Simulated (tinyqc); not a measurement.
Worked calculation: empirical pseudopotential in a few plane waves. One step of it, computed by the program tinyqc.

Question. Bloch Hamiltonian at k. Basis: the 15 shortest G (labels in 2 pi/a), the same at every k. H(G,G') = c |k + G|^2 delta + VS(|G-G'|^2) cos((G-G').tau) + i VA sin((G-G').tau), tau = a/8 (1,1,1); 1 Ry = 13.605693 eV.

Parameters chosen for this model: fcc lattice, atoms at +/- a/8 (1,1,1); form factors in rydberg at |G|^2 in units of (2 pi/a)^2:
```
parameter                 value      unit
a                      5.260000  angstrom
VS(3)                 -0.227000        Ry
VS(8)                  0.050000        Ry
VS(11)                 0.069000        Ry
VA(3)                         0        Ry
VA(4)                         0        Ry
VA(11)                        0        Ry
hbar^2/2m (2 pi/a)^2   5.436397        eV
```

k point k (2 pi / a): [0.450000, -0.130000, -0.170000]

Give: H(k) at k.

Answer.

H(k) at k (eV), order +0+0+0, -1-1-1, -1-1+1, -1+1-1, -1+1+1, +1-1-1, +1-1+1, +1+1-1, +1+1+1, -2+0+0, +0-2+0, +0+0-2, +0+0+2, +0+2+0, +2+0+0:
```
[[1.3499, 2.1839, -2.1839, -2.1839, -2.1839, -2.1839, -2.1839, -2.1839, 2.1839, 0.0000, 0.0000, 0.0000, 0.0000, 0.0000, 0.0000],
 [2.1839, 16.0281, 0.0000, 0.0000, -0.6803, 0.0000, -0.6803, -0.6803, 0.0000, -2.1839, -2.1839, -2.1839, -0.6638, -0.6638, -0.6638],
 [-2.1839, 0.0000, 12.3314, 0.6803, 0.0000, 0.6803, 0.0000, 0.0000, -0.6803, -2.1839, -2.1839, 0.6638, 2.1839, -0.6638, -0.6638],
 [-2.1839, 0.0000, 0.6803, 13.2012, 0.0000, 0.6803, 0.0000, 0.0000, -0.6803, -2.1839, 0.6638, -2.1839, -0.6638, 2.1839, -0.6638],
 [-2.1839, -0.6803, 0.0000, 0.0000, 9.5045, 0.0000, 0.6803, 0.6803, 0.0000, 2.1839, -0.6638, -0.6638, -2.1839, -2.1839, 0.6638],
 [-2.1839, 0.0000, 0.6803, 0.6803, 0.0000, 25.8136, 0.0000, 0.0000, -0.6803, 0.6638, -2.1839, -2.1839, -0.6638, -0.6638, 2.1839],
 [-2.1839, -0.6803, 0.0000, 0.0000, 0.6803, 0.0000, 22.1169, 0.6803, 0.0000, -0.6638, 2.1839, -0.6638, -2.1839, 0.6638, -2.1839],
 [-2.1839, -0.6803, 0.0000, 0.0000, 0.6803, 0.0000, 0.6803, 22.9867, 0.0000, -0.6638, -0.6638, 2.1839, 0.6638, -2.1839, -2.1839],
 [2.1839, 0.0000, -0.6803, -0.6803, 0.0000, -0.6803, 0.0000, 0.0000, 19.2900, -0.6638, -0.6638, -0.6638, -2.1839, -2.1839, -2.1839],
 [0.0000, -2.1839, -2.1839, -2.1839, 2.1839, 0.6638, -0.6638, -0.6638, -0.6638, 13.3099, 0.6803, 0.6803, -0.6803, -0.6803, 0.0000],
 [0.0000, -2.1839, -2.1839, 0.6638, -0.6638, -2.1839, 2.1839, -0.6638, -0.6638, 0.6803, 25.9224, 0.6803, -0.6803, 0.0000, -0.6803],
 [0.0000, -2.1839, 0.6638, -2.1839, -0.6638, -2.1839, -0.6638, 2.1839, -0.6638, 0.6803, 0.6803, 26.7922, 0.0000, -0.6803, -0.6803],
 [0.0000, -0.6638, 2.1839, -0.6638, -2.1839, -0.6638, -2.1839, 0.6638, -2.1839, -0.6803, -0.6803, 0.0000, 19.3987, 0.6803, 0.6803],
 [0.0000, -0.6638, -0.6638, 2.1839, -2.1839, -0.6638, 0.6638, -2.1839, -2.1839, -0.6803, 0.0000, -0.6803, 0.6803, 20.2685, 0.6803],
 [0.0000, -0.6638, -0.6638, -0.6638, 0.6638, 2.1839, -2.1839, -2.1839, -2.1839, 0.0000, -0.6803, -0.6803, 0.6803, 0.6803, 32.8810]]
```
